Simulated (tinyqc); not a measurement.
Trench capacitor in an array: capacitance, non-linearity, leakage and relaxation: two steps of the calculation.

A film between two metal electrodes, each interface adding a series capacitance ci. The small-signal permittivity is ek (1 + aq E^2); the field is found with the linear permittivity. Leakage J = J0 sinh(E/Ef). After a voltage step the film passes a relaxation current kr C V tt^(-nr), tt being the time in seconds. The sidewall is a coaxial capacitor with radii a = dm/2 - t and b = dm/2, depth AR dm; the end face is left out.

Values chosen for this exercise; permittivity of the order of that of strontium titanate:
- ek = 145 (relative permittivity of the film)
- t = 26 nm (film thickness)
- ci = 66 uF/cm^2 (capacitance of each electrode interface (dead layer and screening))
- aq = -0.04 cm^2/MV^2 (quadratic field coefficient of the permittivity)
- V = 1.1 V (bias)
- J0 = 1e-11 A/cm^2 (leakage prefactor)
- Ef = 0.45 MV/cm (field for an e-fold rise of the leakage)
- dm = 210 nm (diameter of the hole)
- AR = 10 (aspect ratio, depth over diameter)
- pt = 410 nm (pitch of the square array)
- rho = 200 uohm cm (resistivity of the inner electrode)

Constants: eps0 = 8.8541878128e-14 F/cm where lengths are in cm. Results are converted to the units shown.

Problem 1. Planar capacitance, field and non-linearity. Planar film: Cf = eps0 ek/t, 1/C = 1/Cf + 2/ci, EOT = 3.9 eps0/C, effective permittivity C t/eps0, E = (V/t) C/Cf; quadratic coefficient [C(V)/C - 1]/V^2 with Cf (1 + aq E^2) in C(V).

Wanted: Cf; C; EOT; effective permittivity; E; quadratic coefficient; J.

Solution 1.

Cf = 4.938 uF/cm^2
C = 4.295 uF/cm^2
EOT = 0.8040 nm
effective permittivity = 126.1
E = 0.3680 MV/cm
quadratic coefficient = -3897 ppm/V^2
J = 9.121e-12 A/cm^2

The interfaces take 13.0 % of the voltage.

Problem 2. Cell capacitance, fields and time constant. Per length 1/c = ln(b/a)/(2 pi eps0 ek) + (1/a + 1/b)/(2 pi ci); cell capacitance c AR dm; per footprint over pt^2; fields c V/(2 pi eps0 ek r) at r = a and b; resistance of the inner electrode rho AR dm/(pi a^2); time constant R C/3 of the distributed line.

Find: a; b; cell capacitance; capacitance per footprint; field at a; field at b; R; R C/3.

Solution 2.

a = 79.00 nm
b = 105.0 nm
cell capacitance = 51.70 fF
capacitance per footprint = 30.76 uF/cm^2
field at a = 0.4250 MV/cm
field at b = 0.3197 MV/cm
R = 0.2142 kohm
R C/3 = 3.692 ps

The array gives 7.16 times the planar capacitance per footprint; curvature makes the field at the inner electrode 1.15 times the planar value.

Computed by the program tinyqc: `OMP_NUM_THREADS=1 python tinyqc.py 2102086 2102087 out.jsonl`, one thread of a shared Intel Xeon 2.30GHz, about 0.01 s for the whole run.
